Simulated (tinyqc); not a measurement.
Worked calculation: Tamm state at the end of a one-band chain. Values are carried at full precision from step to step, so a last printed digit may differ when a step is redone from the rounded ones.

A half-infinite chain with site energy 0 and hopping -t, band E = -2t cos(ka); the end site has energy D. The surface Green function of the unperturbed half chain is g = (E -/+ sqrt(E^2 - 4t^2))/(2t^2), the root with |t g| <= 1 and Im g <= 0, and with the shift G = g/(1 - D g).

Parameters, chosen for this exercise:
- t = 1.81 eV (hopping)
- D = 4.69 eV (shift of the end site)
- a = 2.9 angstrom (spacing)
- N = 7 (sites)
- E = 2.96 eV (energy in the band)

## The bound state

Amplitudes z^n solve the chain for E = -t (z + 1/z); the end site demands z = -t/D, bound if |z| < 1. Then E = D + t^2/D, weight on the end site 1 - z^2, decay length -a/ln|z|.

z = -0.3859
E = 5.3885 eV
weight on the end site = 0.8511
decay length of the amplitude = 3.046 angstrom

The state lies 1.7685 eV above the band, and its amplitude alternates in sign from site to site.

## A finite chain

Write H for N sites.

H (eV), lower triangle:
```
        1       2       3       4       5       6  7
1   4.690
2  -1.810       0
3       0  -1.810       0
4       0       0  -1.810       0
5       0       0       0  -1.810       0
6       0       0       0       0  -1.810       0
7       0       0       0       0       0  -1.810  0
```

## Levels of the finite chain

Diagonalise; give the weight of each level on site 1.

levels (eV): -3.2877  -2.3490  -0.9685  0.6096  2.0981  3.1991  5.3885

weights on site 1: 0.0039  0.0144  0.0284  0.0401  0.0409  0.0212  0.8511

The split-off level differs from the half-infinite value by -0.006 meV, the pull of the far end.

## Local density of states in the band

Form g and G at E; the surface density is -Im G/pi, the bulk density 1/(pi sqrt(4t^2 - E^2)).

g = 0.4518-0.3181i 1/eV
G = -0.2818-0.0915i 1/eV

densities (1/eV): clean end 0.1012, shifted end 0.0291, bulk 0.1527

## Checks

- Pole of G, 1 - D g(E) = 0, at the bound level: both 1.00000.

tinyqc: `OMP_NUM_THREADS=1 python tinyqc.py 1450717 1450718 out.jsonl`; about 0.01 s, one thread, shared Intel(R) Xeon(R) Processor @ 2.30GHz.
